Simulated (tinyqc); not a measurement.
Frequency dispersion of an accumulation capacitance by border traps, distributed model: effect of the insulator thickness.

Traps spread evenly through the insulator exchange electrons with the semiconductor by tunnelling, with tau(x) = t0 exp(2 ka x) at depth x from the interface. The admittance per area Y seen at depth x obeys dY/dx = -Y^2/(i w eps0 eox) + q Nb ln(1 + i w tau)/tau, with Y(0) = i w Cs and w = 2 pi f; the gate sees Y(tox) = G + i w C. Working variable y = Y/(i w), in uF/cm^2. Cox = eps0 eox/tox.

Cox; trap-free value 1/(1/Cox + 1/Cs); response depth d = ln(1/(w t0))/(2 ka), where w tau = 1; lumped estimate: all traps within d act as C_bt = q Nb d placed at d/2, so C = 1/{1/[1/(1/Cs + d/(2 eps0 eox)) + C_bt] + (tox - d/2)/(eps0 eox)}. C and G from a fine integration; dispersion -d C/d log10 f over C, from f times and over 1.1. For a broad spread of time constants G/w is close to -(pi/2) dC/d ln w.

Inputs (values chosen for the exercise); permittivity close to that of zirconium oxide:
- eox = 21.2 (relative permittivity of the insulator)
- Cs = 1.6 uF/cm^2 (semiconductor capacitance in accumulation)
- Nb = 3.9e18 cm^-3 eV^-1 (density of border traps)
- ka = 3.5 1/nm (decay constant of the wave function in the insulator)
- t0 = 1e-11 s (time constant of a trap at the interface)
- f = 1e6 Hz (frequency)

Constants: q = 1.602176634e-19 C, eps0 = 8.8541878128e-14 F/cm where lengths are in cm. Results are converted to the units shown.

The same in every row: d (nm) = 1.382.

Results:
```
tox (nm)	C (uF/cm^2)	G/w (uF/cm^2)	dispersion (% a decade)	-(pi/2) dC/d ln w (uF/cm^2)	lumped C (uF/cm^2)	trap-free C (uF/cm^2)
2	1.446	0.01238	1.290	0.01272	1.437	1.367
2.8	1.362	0.01155	1.243	0.01155	1.354	1.292
3.9	1.261	0.009910	1.151	0.009907	1.255	1.201
5.4	1.146	0.008178	1.046	0.008176	1.140	1.096
7.5	1.016	0.006425	0.9272	0.006424	1.011	0.9760
14	0.7514	0.003517	0.6860	0.003516	0.7490	0.7295
20	0.6059	0.002287	0.5532	0.002286	0.6043	0.5915
```

Estimate the missing row, tox = 10 nm.

Computed row:
```
tox (nm)	C (uF/cm^2)	G/w (uF/cm^2)	dispersion (% a decade)	-(pi/2) dC/d ln w (uF/cm^2)	lumped C (uF/cm^2)	trap-free C (uF/cm^2)
10	0.8946	0.004985	0.8168	0.004985	0.8913	0.8638
```

With this row back in the table: As tox goes from 2 to 20, C falls from 1.45 to 0.606 uF/cm^2, the dispersion falls from 1.29 to 0.553 % a decade and G/w falls from 0.0124 to 0.00229 uF/cm^2. The lumped estimate is 0.58 % below C in the first row and 0.25 % below it in the last.

Numbers from tinyqc (`OMP_NUM_THREADS=1 python tinyqc.py 2202119 2202120 out.jsonl`; about 0.4 s on one thread of a shared Intel Xeon 2.30GHz).
